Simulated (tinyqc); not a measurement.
# p-n heterojunction, non-linear Poisson equation by Newton steps, Boltzmann statistics, step by step

Program tinyqc, `OMP_NUM_THREADS=1 python tinyqc.py 2040119 2040120 out.jsonl`; Intel Xeon 2.30GHz, shared host, one thread, about 0.04 s. Printed values are rounded.

One dimension, material 1 (p-type) at x < 0 and material 2 (n-type) at x > 0. Band edges: Ec = -psi in material 1 and -psi + dEc in material 2, Ev = Ec - Eg. Flat quasi-Fermi levels: 0 for holes, +V for electrons. n = Nc F((EFn - Ec)/Vt), p = Nv F((Ev - EFp)/Vt), with F(eta) = exp(eta) (Boltzmann statistics); full ionisation, no interface charge, classical densities; the doping types are chosen for the exercise.

Inputs (values chosen for the exercise); band and dielectric values those of a made-up pair:
- T = 300 K (temperature)
- Eg1 = 1.48 eV (band gap of material 1)
- er1 = 10.6 (relative permittivity of material 1)
- Nc1 = 4.81e17 cm^-3 (conduction-band density of states of material 1)
- Nv1 = 8.6e18 cm^-3 (valence-band density of states of material 1)
- Eg2 = 1.39 eV (band gap of material 2)
- er2 = 14 (relative permittivity of material 2)
- Nc2 = 6.37e17 cm^-3 (conduction-band density of states of material 2)
- Nv2 = 1.15e19 cm^-3 (valence-band density of states of material 2)
- dEc = -0.25 eV (conduction-band offset Ec2 - Ec1)
- N1 = 6e16 cm^-3 (acceptor density of material 1)
- N2 = 2.2e16 cm^-3 (donor density of material 2)
- V = 0.3 V (bias of side 1 against side 2)

Constants: q = 1.602176634e-19 C, kB = 1.380649e-23 J/K, Vt = kB T/q, eps0 = 8.8541878128e-14 F/cm where lengths are in cm. Results are converted to the units shown.

## Offsets and end potentials

dEv = Ev1 - Ev2 = Eg2 - Eg1 - dEc. Neutrality of the majority carriers far from the junction: Nv1 F((-psi_L - Eg1)/Vt) = N1 and Nc2 F((V + psi_R - dEc)/Vt) = N2. Total bending psi_R - psi_L.

dEv = 0.16 eV
psi_L = -1.35164 V
psi_R = -0.637011 V
psi_R - psi_L = 0.714630 V

The alignment is staggered (type II): dEc and dEv have opposite signs.

## Permittivity of the intervals

x, node 0 to 10 (nm): -214  -155  -107  -68.1  -36.3  -10.5  10.5  49  119  248  485

er1 or er2; the interface lies midway in its interval, which gets the series value 2 er1 er2/(er1 + er2).

eps_r, interval 0 to 9: 10.6  10.6  10.6  10.6  10.6  12.0650  14  14  14  14

## Couplings between neighbouring nodes

a_i = eps0 eps_r/h_i for the interval from node i to i + 1, with h_i = x_(i+1) - x_i in cm.

coupling a_i, interval 0 to 9 (F/cm^2): 1.59075e-7  1.95530e-7  2.41271e-7  2.95140e-7  3.63777e-7  5.08696e-7  3.21970e-7  1.77084e-7  9.60920e-8  5.23032e-8

## Starting potential

material, node 0 to 10: 1  1  1  1  1  1  2  2  2  2  2

psi_L + (psi_R - psi_L)(1 + tanh(x/s))/2 on the inner nodes with s = 58 nm, psi_L and psi_R on the ends.

psi at the start, node 0 to 10 (V): -1.35164  -1.34825  -1.33422  -1.28932  -1.19271  -1.05831  -0.93034  -0.74837  -0.64862  -0.63715  -0.63701

## Iteration 1: densities, residual and Jacobian diagonal

n_i = Nc F(a_n), a_n = (V - Ec_i)/Vt; p_i = Nv F(a_p), a_p = (Ec_i - Eg)/Vt; rho_i = p_i - n_i + C_i with C = -N1 or +N2; g_i = (n_i + p_i)/Vt. Box widths w_i = (h_(i-1) + h_i)/2 in cm. Residual F_i = a_i (psi_(i+1) - psi_i) - a_(i-1) (psi_i - psi_(i-1)) + q rho_i w_i; Jacobian: a_(i-1) and a_i beside the diagonal, b_i = -a_(i-1) - a_i - q g_i w_i on it. The two end nodes are fixed.

```
node   n (cm^-3)   p (cm^-3)
0        1.03601        6e16
1        1.18138  5.26169e16
2        2.03214  3.05888e16
3        11.5414  5.38590e15
4        484.567  1.28281e14
5        87705.1  7.08747e11
6     2.59874e11   1.37683e7
7     2.96313e14     12075.2
8     1.40401e16     254.843
9     2.18828e16     163.508
10        2.2e16     162.637
```

```
node  residual F (C/cm^2)  diagonal b (F/cm^2)
1             -4.12677e-9          -2.09920e-6
2             -1.23830e-8          -1.26050e-6
3             -1.32495e-8          -6.54406e-7
4             -7.25362e-9          -6.61206e-7
5             -6.28099e-9          -8.72483e-7
6              3.97394e-9          -8.30671e-7
7             -2.20621e-8          -5.09017e-7
8             -3.87112e-9          -1.13896e-6
9            -7.51691e-10          -2.63022e-6
```

## Iteration 1: Newton step

Solve the tridiagonal system a_(i-1) d_(i-1) + b_i d_i + a_i d_(i+1) = -F_i for nodes 1 to 9, with d = 0 on fixed nodes. The full step is added.

Newton step d, node 1 to 9 (V): -0.004461  -0.026792  -0.085033  -0.121747  -0.132360  -0.127605  -0.132437  -0.024088  -0.001166
psi after iteration 1, node 0 to 10 (V): -1.35164  -1.35271  -1.36102  -1.37436  -1.31445  -1.19067  -1.05794  -0.88080  -0.67271  -0.63831  -0.63701

## Course of the Newton iteration

Stop when the largest undamped |d| is below 1e-9 V, or after 80 iterations.

Course of the iteration:
```
iteration  largest |F| (C/cm^2)  largest |d| (V)  at node
1                       2.21e-8            0.132        7
2                       6.87e-8           0.0205        3
3                       2.00e-8           0.0119        3
4                       3.38e-9          2.91e-3        3
5                      1.42e-10          1.34e-4        3
6                      2.80e-13          2.65e-7        3
7                      1.10e-18         1.04e-12        3
```

Converged in 7 iterations. Once the step is below 0.1 Vt, 2 more iteration(s) reach the threshold: near the solution the error is roughly squared each time.

## Band edges, densities and displacement

converged psi, node 0 to 10 (V): -1.35164  -1.35151  -1.35010  -1.33895  -1.28517  -1.17125  -1.04561  -0.87967  -0.68593  -0.63885  -0.63701

Ec, Ev, n and p as defined; D = a_k (psi_(k+1) - psi_k) on the interval that holds the interface.

```
node  Ec (eV)   Ev (eV)   n (cm^-3)   p (cm^-3)
0     1.35164  -0.12836     1.03601        6e16
1     1.35151  -0.12849     1.04118  5.97021e16
2     1.35010  -0.12990     1.09957  5.65316e16
3     1.33895  -0.14105     1.69257  3.67257e16
4     1.28517  -0.19483     13.5515  4.58701e15
5     1.17125  -0.30875     1111.09  5.59459e13
6     0.79561  -0.59439   3.00809e9   1.18947e9
7     0.62967  -0.76033  1.84502e12   1.93929e6
8     0.43593  -0.95407  3.31656e15     1078.84
9     0.38885  -1.00115  2.04899e16     174.624
10    0.38701  -1.00299      2.2e16     162.637
```

D = 63.9148 nC/cm^2

## Check against the first integral

Exact first integral: on each side D^2/(2 eps0 er) = G, G = q [Vt (nI_j - nI_b) + Vt (pI_j - pI_b) - C (psi_j - psi_b)], with C = -N1 or +N2, b the neutral end of that side, and nI, pI the densities themselves. D is continuous, so er1 G1(psi_j) = er2 G2(psi_j) fixes psi_j. Ends from Nv1 F((-psi_L - Eg1)/Vt) = N1 and Nc2 F((V + psi_R - dEc)/Vt) = N2. D is counted positive when psi rises towards material 2.

psi_j = -1.10950 V
D = 62.4735 nC/cm^2
psi_j - psi_L = 0.242144 V
psi_R - psi_j = 0.472486 V
Ec1 - EFn at the interface = 0.809496 eV
Ec2 - EFn at the interface = 0.559496 eV

Material 2 takes 66.1 % of the bending. The 11-node mesh gave D = 63.91 nC/cm^2, 2.3 % above the exact value in size.
